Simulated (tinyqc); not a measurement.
Scale length and length offset from two DIBL values.

Question. DIBL = exp(-Le/(2 l)) + 2 exp(-Le/l) with Le = L - dL. Find l, dL and the drawn length for a DIBL of 100 mV/V.

DIBL at drawn lengths 57 and 95 nm (mV/V): [133.37516, 23.473456]

Solution. With e = exp(-Le/(2 l)), 2 e^2 + e = DIBL gives e and so Le/l at each length; Le/l is a straight line in L with slope 1/l.

l = 12.0 nm
dL = 3.90 nm
length for 100 mV/V = 62.9 nm

tinyqc, about 0.01 s, one thread, Intel Xeon 2.30GHz (shared host): `OMP_NUM_THREADS=1 python tinyqc.py 2002204 2002205 out.jsonl`
